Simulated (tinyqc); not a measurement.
Franz-Keldysh effect at a direct gap: one step. Airy factors at E.

Ai is the Airy function, th the electro-optic energy of each hole band from the table (its other columns are not needed here), b = (Eg - E)/th with th in eV; the factor takes the place of sqrt(E - Eg) in the joint density of states.

Values chosen for the exercise (out of a larger set: near those of InP; not measured data): E = 1.399 eV (photon energy); Eg = 1.357 eV (direct gap).

Scales:
```
hole     mr (m0)  th (meV)  length (angstrom)
heavy  0.0692252  19.24958             53.471
light  0.0412759  22.87058             63.529
```

Question. Form b, Ai(b), Ai'(b) and the factor pi sqrt(th) [Ai'^2 - b Ai^2] for each band, beside sqrt(E - Eg) (zero below the gap).

Give: Factors.

Answer.

Factors:
```
hole         b   Ai(b)  Ai'(b)  factor (eV^(1/2))  without field
heavy  -2.1819  0.1086  0.6822             0.2140         0.2049
light  -1.8364  0.3218  0.5319             0.2248         0.2049
```

Computed by tinyqc, a small Python program: `OMP_NUM_THREADS=1 python tinyqc.py 1651549 1651550 out.jsonl` (the numbers bound the seed that draws the inputs); one thread of a shared host (Intel(R) Xeon(R) Processor @ 2.30GHz), about 0.01 s for the whole set of steps.
